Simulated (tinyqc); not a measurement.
## Landau coefficients from the transition

Problem. u = a0 (T - T0) P^2 + be P^4 + ga P^6 (P in uC/cm^2, E in kV/cm, u in mJ/cm^3). Above the transition chi = Cw/(T - T0) with Cw = 1/(2 eps0 a0); at TC = T0 + be^2/(4 a0 ga) the polarisation jumps by sqrt(-be/(2 ga)). Find a0, be and ga.

Inputs (values chosen for the exercise): Curie-Weiss temperature T0 = 600 K.

Constants: eps0 = 8.8541878128e-14 F/cm where lengths are in cm. Results are converted to the units shown.

TC = 636.363636 K
jump of P at TC = 30.1511345 uC/cm^2
Curie constant = 2.25881813e5 K

Answer. The Curie constant gives a0. At TC both u = 0 and du/dP = 0, which give ga = al/P^4 and be = -2 al/P^2 with al = a0 (TC - T0).

a0 = 0.02500 kV cm/(uC K)
be = -0.002000 kV cm^5/uC^3
ga = 1.100e-6 kV cm^9/uC^5

tinyqc, about 0.01 s, one thread, Intel Xeon 2.30GHz (shared host): `OMP_NUM_THREADS=1 python tinyqc.py 2860036 2860037 out.jsonl`
